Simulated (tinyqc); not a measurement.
Deep-level transient spectroscopy (DLTS) of one majority-carrier trap: one step, computed by the program tinyqc. Command: `OMP_NUM_THREADS=1 python tinyqc.py 3018779 3018780 out.jsonl dlts walk`. One thread of a shared host (Intel(R) Xeon(R) Processor @ 2.30GHz), about 0.06 s of CPU time with the checks.

A filling pulse loads the traps in a one-sided junction; under reverse bias they empty at the rate e, and the capacitance relaxes as C(t) = C_0 - dC exp(-e t). The signal is S = [C(t_2) - C(t_1)]/dC.

Task: Peaks for six windows. e = g sigma v N_b exp(-E/k_B T), v = sqrt(3 k_B T/m), N_b = 2 M (2 pi m k_B T/h^2)^(3/2), sigma = sigma_0 exp(-E_b/k_B T), E = E_t. S(e) = exp(-e t_1) - exp(-e t_2) peaks at the rate window e_0 = ln(t_2/t_1)/(t_2 - t_1). t_1 is scaled by 0.1, 0.3, 1, 3, 10 and 30 at fixed t_2/t_1; each T_p by bisection.

Inputs (values chosen for the exercise, with mass and screening modelled on GaAs):

| quantity | value | unit |
|---|---|---|
| density-of-states mass m | 0.0647 | m_0 |
| valleys M | 1 | - |
| trap depth E_t | 0.151 | eV |
| cross-section sigma_0 | 2.1e-15 | cm^2 |
| degeneracy ratio g | 1 | - |
| gate time t_1 | 0.003 | s |
| ratio t_2/t_1 | 4 | - |
| capture barrier E_b | 0.19 | eV |

Carriers: electrons. Extra term: capture barrier.

Constants: k_B = 8.617333262e-05 eV/K; k_B = 1.380649e-23 J/K; m_0 = 9.1093837015e-31 kg; h = 6.62607015e-34 J s.

Give: Arrhenius data.

Result:

Arrhenius data:

| t_1 (s) | e_0 (1/s) | T_p (K) | 1/(k_B T_p) (1/eV) | ln(e_0/T_p^2) |
|---|---|---|---|---|
| 0.0003 | 1540 | 238.3 | 48.70 | -3.607 |
| 0.0009 | 513 | 225.0 | 51.59 | -4.591 |
| 0.0030 | 154 | 211.9 | 54.77 | -5.675 |
| 0.0090 | 51 | 201.2 | 57.68 | -6.670 |
| 0.0300 | 15 | 190.6 | 60.90 | -7.765 |
| 0.0900 | 5 | 181.8 | 63.84 | -8.770 |
